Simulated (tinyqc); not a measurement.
# Deep trap from a strong local potential in a two-band host (Koster-Slater model with semi-elliptic bands), step by step

A worked calculation. Computed by tinyqc, a small Python program that keeps every step. Command: `OMP_NUM_THREADS=1 python tinyqc.py 3015818 3015819 out.jsonl deeptrap walk`. One thread of a shared host (Intel(R) Xeon(R) Processor @ 2.30GHz), about 0.02 s of CPU time with the checks. Intermediate numbers are printed to about 6 digits and carried at full precision; extremes and crossings named in words are read from the listed rows.

The valence band spans -2 W_v to 0 and the conduction band E_g to E_g + 2 W_c. The orbital at the impurity site has weight f_v in the valence band and 1 - f_v in the conduction band, each spread as a semi-ellipse (2/(pi W^2)) sqrt(W^2 - x^2) about the band centre. The impurity adds U to this orbital. Spin is left out.

Inputs (values chosen for the exercise, for a model semiconductor):

| quantity | value | unit |
|---|---|---|
| gap E_g | 1.34 | eV |
| half-width of the valence band W_v | 3.1 | eV |
| half-width of the conduction band W_c | 3 | eV |
| valence weight f_v of the site orbital | 0.44 | - |
| impurity potential U | 34.3 | eV |
| levels per band n | 2 | - |
| trial energy E | 0.818 | eV |

Impurity: repulsive, acceptor-like.

## Green function at the trial energy

In the gap G(E) = f_v (2/W_v^2)[x - sqrt(x^2 - W_v^2)] - (1 - f_v)(2/W_c^2)[y - sqrt(y^2 - W_c^2)], x = E + W_v, y = E_g + W_c - E. The potential that would put a level at E is U = 1/G(E).

valence part = 0.139373 1/eV

conduction part = -0.208678 1/eV

G(E) = -0.0693046 1/eV

potential needed = -14.4291 eV

## Thresholds and the vacancy level

G falls across the gap from G(0) to G(E_g). A repulsive U binds if U > 1/G(0), an attractive one if U < 1/G(E_g); the vacancy level (U infinite) solves G(E) = 0 (bisection).

G(0) = 0.134062 1/eV

G(E_g) = -0.257827 1/eV

repulsive threshold = 7.45925 eV

attractive threshold = -3.87857 eV

vacancy level = 0.395680 eV

## The trap level

The trap level solves G(E) = 1/U (bisection). With D = -dG/dE = D_v + D_c, D_v = f_v (2/W_v^2)[x/sqrt(x^2 - W_v^2) - 1] and D_c = (1 - f_v)(2/W_c^2)[y/sqrt(y^2 - W_c^2) - 1], the weight on the impurity orbital is 1/(U^2 D) and the conduction-band character is D_c/D.

trap level E_t = 0.241909 eV

weight on the impurity orbital = 0.00401319

conduction-band character = 0.274911

depth below the conduction band = 1.09809 eV

The level comes up from the valence band and has covered 61 % of the way to the vacancy level, which it can never pass; 100 % of the state lies on host orbitals.

## The same problem as a small matrix

Each band is replaced by n levels e_k = centre + W cos(k pi/(n + 1)) with weights w_k = f (2/(n + 1)) sin^2(k pi/(n + 1)), k = 1..n (valence first); H_kl = e_k delta_kl + U sqrt(w_k w_l).

host levels e_k (eV): -1.55  -4.65  5.84  2.84

weights w_k: 0.22  0.22  0.28  0.28

H (eV):
```
        1       2        3        4
1  5.9960  7.5460   8.5130   8.5130
2  7.5460  2.8960   8.5130   8.5130
3  8.5130  8.5130  15.4440   9.6040
4  8.5130  8.5130   9.6040  12.4440
```

## Levels of the small matrix

Diagonalise H (2n rows). The trap level, between the highest valence and the lowest conduction e_k, is number n + 1 from below for an attractive impurity and number n for a repulsive one.

levels (eV): -3.6003  0.0965  4.4659  35.8180

trap level of the matrix = 0.0965147 eV

It misses the Green-function level by -0.1454 eV. The lone level at 35.82 eV is the split-off partner, which holds a large part of the impurity orbital.

## Chemical trend: level against potential

U is 1.05, 1.2, 1.5, 2, 3, 5, 10 and 30 times the threshold, rounded to three digits; the largest values are formal and only show the vacancy limit.

Trend:

| U (eV) | E_t (eV) | weight on the impurity | conduction character | E_t - vacancy level (eV) |
|---|---|---|---|---|
| 7.83 | 0.000783 | 0.0040471 | 0.011859 | -0.394896 |
| 8.95 | 0.009952 | 0.0113271 | 0.043671 | -0.385728 |
| 11.20 | 0.041419 | 0.0152276 | 0.094198 | -0.354261 |
| 14.90 | 0.095367 | 0.0133450 | 0.152474 | -0.300313 |
| 22.40 | 0.174035 | 0.0080365 | 0.221416 | -0.221645 |
| 37.30 | 0.253096 | 0.0034640 | 0.283413 | -0.142584 |
| 74.60 | 0.321243 | 0.0009585 | 0.333836 | -0.074437 |
| 224.00 | 0.370274 | 0.0001121 | 0.368945 | -0.025405 |

dE_t/dU equals the weight on the impurity, which peaks at 0.015 (U = 11.2 eV) and falls to 1.1e-4 in the last row, so beyond the peak each further eV of potential moves the level less. The level nears the vacancy level, 0.396 eV, as 1/U: it is 0.074 eV away at 10 times the threshold and 0.025 eV at 30 times, and the state is then host-like.

## Opening the gap, as alloying or pressure does

The conduction band is shifted rigidly; widths, weights and U stay.

Against the gap:

| E_g (eV) | E_t (eV) | depth below E_c (eV) | conduction character |
|---|---|---|---|
| 0.670 | 0.070229 | 0.59977 | 0.225509 |
| 0.871 | 0.118113 | 0.75289 | 0.248858 |
| 1.070 | 0.169149 | 0.90085 | 0.263020 |
| 1.210 | 0.206480 | 1.00352 | 0.269957 |
| 1.340 | 0.241909 | 1.09809 | 0.274911 |
| 1.540 | 0.297489 | 1.24251 | 0.280548 |
| 1.740 | 0.354015 | 1.38598 | 0.284476 |
| 2.140 | 0.468835 | 1.67117 | 0.289030 |

As the conduction band moves up by 1.470 eV the level follows by 0.399 eV, a mean slope of 0.27; the local slope is the conduction character. A shallow donor would follow with slope 1 and a shallow acceptor with slope 0.

Checks made by the program: closed form against a 4000-point quadrature of the densities of states (relative difference below 1e-10); 200 levels per band against the Green function (relative difference below 1e-10).
